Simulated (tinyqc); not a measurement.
# Berg model of reactive sputtering of a nitride or oxide: poisoning, hysteresis and pumping speed, step by step

A worked calculation. Computed by tinyqc, a small Python program that keeps every step. Command: `OMP_NUM_THREADS=1 python tinyqc.py 3021188 3021189 out.jsonl berg walk`. One thread of a shared host (Intel(R) Xeon(R) Processor @ 2.30GHz), about 0.06 s of CPU time with the checks. Intermediate numbers are printed to about 6 digits and carried at full precision; extremes and crossings named in words are read from the listed rows.

A diatomic gas reacts with bare metal on the target and on the collecting surfaces; ions remove metal and compound from the target. theta_t and theta_c are the compound fractions.

Inputs (values chosen for the exercise, close to those used for titanium nitride):

| quantity | value | unit |
|---|---|---|
| ion current density J | 8 | mA/cm^2 |
| target area A_t | 130 | cm^2 |
| collecting area A_c | 4400 | cm^2 |
| metal yield Y_m | 0.55 | - |
| compound yield Y_c | 0.16 | - |
| sticking coefficient alpha | 0.4 | - |
| reactive atoms per metal atom z | 1 | - |
| gas mass M | 28 | u |
| pumping speed S | 37 | l/s |
| gas temperature T | 300 | K |
| reactive partial pressure P | 0.0061 | Pa |

Constants: e = 1.602176634e-19 C; u = 1.6605390666e-27 kg; k_B = 1.380649e-23 J/K.

## Steady state at the pressure P

Ion flux j = J/e; gas flux F = P/sqrt(2 pi M k_B T). Target: (2/z) alpha F (1 - theta_t) = j Y_c theta_t. Sputtered flows F_c = j Y_c theta_t A_t, F_m = j Y_m (1 - theta_t) A_t. Collector: (2/z) alpha F (1 - theta_c) A_c + F_c (1 - theta_c) = F_m theta_c. Gas use Q = alpha F [(1 - theta_t) A_t + (1 - theta_c) A_c] + P S/(k_B T); 1 sccm = 4.4780e17 molecules/s. Rate R = F_m + F_c, given relative to j Y_m A_t.

ion flux j = 4.99321e+16 1/(cm^2 s)

gas flux F = 1.75361e+16 1/(cm^2 s)

theta_t = 0.637155

theta_c = 0.979659

gas use (sccm): target 0.73888, collector 1.40196, pump 0.12169

total flow Q = 2.26253 sccm

rate relative to clean metal = 0.548199

The target is partly covered. The film is 98.0 % compound. Caution: here dQ/dP is negative, a branch that flow control cannot hold.

## Critical pumping speed

P is a single-valued function of the flow Q only if dQ/dP > 0 everywhere: S must exceed k_B T times the steepest fall of the surface terms with P.

pressure of the steepest fall = 0.00287337 Pa

critical pumping speed = 277.091 l/s

S is 0.13 times the critical value: the flow curve is S-shaped and flow control shows hysteresis.

## The hysteresis loop

Turning points solve dQ/dP = 0; a jump keeps Q fixed; the width of the loop is the difference of the two turning flows.

Corners of the loop:

| point | P (Pa) | Q (sccm) | theta_t | theta_c | relative rate |
|---|---|---|---|---|---|
| edge of the metallic branch | 0.0015039 | 2.72931 | 0.302126 | 0.861763 | 0.785765 |
| landing, poisoned | 0.0721941 | 2.72931 | 0.954091 | 0.999776 | 0.323462 |
| edge of the poisoned branch | 0.0184157 | 1.97075 | 0.841303 | 0.996983 | 0.403440 |
| landing, metallic | 0.0003474 | 1.97075 | 0.090921 | 0.526591 | 0.935529 |

width of the loop = 0.758554 sccm

Raising the flow past 2.73 sccm drops the rate from 0.786 to 0.323; the metallic mode returns only below 1.97 sccm. The best film reachable on the metallic branch is 86 % compound, so the region between needs pressure feedback. The pressure P of the inputs lies between the turning points, where dQ/dP is negative and flow control cannot hold it.

## Flow curve at three pumping speeds

The formulas are those given above.

Pressure as the free variable:

| P (Pa) | theta_t | theta_c | relative rate | Q at S_c/4 (sccm) | Q at S_c (sccm) | Q at 2 S_c (sccm) |
|---|---|---|---|---|---|---|
| 0.00014 | 0.038740 | 0.298015 | 0.972530 | 1.16058 | 1.17626 | 1.19718 |
| 0.00029 | 0.077050 | 0.477775 | 0.945365 | 1.81133 | 1.84383 | 1.88715 |
| 0.00057 | 0.140956 | 0.658521 | 0.900049 | 2.38398 | 2.44785 | 2.53300 |
| 0.00100 | 0.223523 | 0.788766 | 0.841502 | 2.68326 | 2.79530 | 2.94469 |
| 0.00170 | 0.328578 | 0.879792 | 0.767008 | 2.75349 | 2.94396 | 3.19793 |
| 0.00290 | 0.454987 | 0.938743 | 0.677373 | 2.64312 | 2.96806 | 3.40130 |
| 0.00460 | 0.569744 | 0.968443 | 0.596000 | 2.47267 | 2.98808 | 3.67529 |
| 0.00720 | 0.674549 | 0.984450 | 0.521684 | 2.31617 | 3.12289 | 4.19853 |
| 0.01100 | 0.759994 | 0.992414 | 0.461095 | 2.23496 | 3.46746 | 5.11080 |
| 0.02300 | 0.868783 | 0.997999 | 0.383954 | 2.38651 | 4.96356 | 8.39962 |

At S_c/4 the flow falls with pressure in 4 of the intervals: as the target poisons, less metal arrives to getter the gas. At 2 S_c it rises throughout. Coverages and rate depend on P alone, not on S. The collector converts before the target (theta_c = 0.88 at theta_t = 0.33), since the metal is spread over a larger area and no ions clean it. The rate tends to Y_c/Y_m = 0.291.

Checks made by the program: gas taken up by surfaces against gas bound in the growing film (relative difference below 1e-10).
